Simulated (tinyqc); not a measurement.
Worked calculation: strained quantum well: band edges, subbands and transparency. Values are carried at full precision from step to step, so a last printed digit may differ when a step is redone from the rounded ones.

Growth on (001), barriers unstrained: tr(e) = e (2 - nu2), Z = b e (1 + nu2); Ec = Ev + Eg + ac tr(e), E_HH = Ev + av tr(e) + Z, E_LH = Ev + av tr(e) - Z (coupling to the split-off band left out).

Constants: hbar^2/2m0 = 3.80998211 eV angstrom^2; hc = 1239.841984 eV nm; kB = 8.617333262e-05 eV/K.

Parameters, chosen for this exercise (near those of an InGaAs/AlGaAs well; not measured data): e = -0.0127 (strain in the plane); nu2 = 0.948 (2 C12/C11); Eg = 1.158 eV (unstrained gap of the well); Ev = -0.762 eV (its valence edge); ac = -6.79 eV; av = 1.13 eV (Ev moves by av tr(e)); b = -1.96 eV (shear potential); Egb = 1.674 eV (gap of the barrier); Evb = -0.905 eV (its valence edge); L = 78 angstrom (well width); me = 0.0583 m0 (electron mass); g1 = 9.32 (gamma1); g2 = 3.22 (gamma2); meb = 0.084 m0; g1b = 6.3; g2b = 1.8; T = 350 K (temperature); Br = 1.6 x 1e-4 cm^2/s (two-dimensional radiative coefficient).

## Strained band edges and offsets

Give tr(e), Z, the edges Ec, E_HH, E_LH and the well depths against the barrier.

tr(e) = -0.01336
Z = 0.0485 eV

Ec, E_HH, E_LH (eV): [0.4867, -0.7286, -0.8256]

depths for e, HH, LH (eV): [0.2823, 0.1764, 0.0794]

The well is under compression, which puts HH on top, by 97 meV; the gap becomes 1.2153 eV, +57 meV from the unstrained one.

## Subband edges

Masses along z: me, 1/(g1 - 2 g2) for HH, 1/(g1 + 2 g2) for LH, likewise in the barrier; in the plane me, 1/(g1 + g2) for HH and 1/(g1 - g2) for LH (no mixing, which understates the hole masses away from k = 0). Level n solves k L + 2 atan[(k/m)/(kappa/mb)] = n pi, k = sqrt(m E/c), kappa = sqrt(mb (V - E)/c), c = hbar^2/2m0.

Up to three electron, four HH and two LH levels, on the common energy scale, with their masses in the plane.

Subbands:
```
level   E (eV)  m in the plane
e1      0.5357          0.0583
e2      0.6760          0.0583
hh1    -0.7407          0.0797
hh2    -0.7766          0.0797
hh3    -0.8336          0.0797
lh1    -0.8529          0.1639
hh4    -0.9001          0.0797
```

lowest transition = 1.2765 eV
wavelength hc/E = 971.3 nm

The top hole level is hh1, so the edge is mainly TE polarised; hh2 lies 36 meV lower.

## Transparency density

Transparency (Bernard-Duraffourg): Fc - Fv equals the lowest transition energy with n = p, n = sum m/(2 pi c) kB T ln(1 + exp((Fc - E)/kB T)) and p likewise over the listed subbands; c = hbar^2/2m0, 1/angstrom^2 = 1e16/cm^2.

Solve for u = (Fc - e1)/kB T; give n_tr, the share of holes in the top subband and the current e Br n_tr^2 (e = 1.602177e-19 C).

u = 0.482
n_tr = 0.719 x 1e12/cm^2
share = 0.672
current density = 13.2 A/cm^2

For mirror-image bands u = 0 and n_tr = me kB T ln2/(2 pi c) = 0.509 x 1e12/cm^2; the heavier or more numerous hole states raise it by a factor 1.41.

## Checks

- Transparency for equal single subbands against m kB T ln2/(2 pi c): both 0.3743.

Computed by tinyqc, a small Python program: `OMP_NUM_THREADS=1 python tinyqc.py 1282019 1282020 out.jsonl` (the numbers bound the seed that draws the inputs); one thread of a shared host (Intel(R) Xeon(R) Processor @ 2.30GHz), about 0.01 s for the whole set of steps.
